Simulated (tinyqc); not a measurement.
Rigid-ion and shell models of the dielectric response of an ionic crystal: one step, computed by the program tinyqc.

Charges +Z and -Z; 6 nearest neighbours, Madelung constant M = 1.747565, volume per ion pair Omega = 2.000000 d^3. Energy per pair U = -M Z^2 e2/d + 6 A exp(-d/rho), e2 = e^2/(4 pi eps_0). In the shell model the anion is a core of charge Y - Z and a massless shell of charge -Y, joined by the spring k; the repulsion acts on the shell. Each ion feels the Lorentz field E + (4 pi/3) P (Gaussian units).

Problem. Rigid ions. With C = 4 pi Z^2 e2/(3 Omega): mu lambda_TO = R - C, mu lambda_LO = R + 2 C; eps_inf = 1 and eps_s = lambda_LO/lambda_TO. lambda in eV/(angstrom^2 u) gives the wavenumber 15.6333042 x 33.35640952 x sqrt(lambda); mu is the reduced mass.

Inputs (values chosen for the exercise, for a model crystal): ionic charge Z = 0.904 e; cation mass = 104 u; anion mass = 79.9 u.

Structure: rock salt.

volume Omega = 27.30384 angstrom^3

repulsive spring R = 3.324031 eV/angstrom^2

Constants: e^2/(4 pi eps_0) = 14.39964548 eV angstrom; nu for 1 eV/(angstrom^2 u) = 15.6333042 THz; 1 THz = 33.35640952 1/cm.

Give: Coulomb spring C; omega_TO, rigid ions; omega_LO, rigid ions; eps_s, rigid ions.

Solution.

Coulomb spring C = 1.8053 eV/angstrom^2

omega_TO, rigid ions = 95.602 1/cm

omega_LO, rigid ions = 204.29 1/cm

eps_s, rigid ions = 4.5661
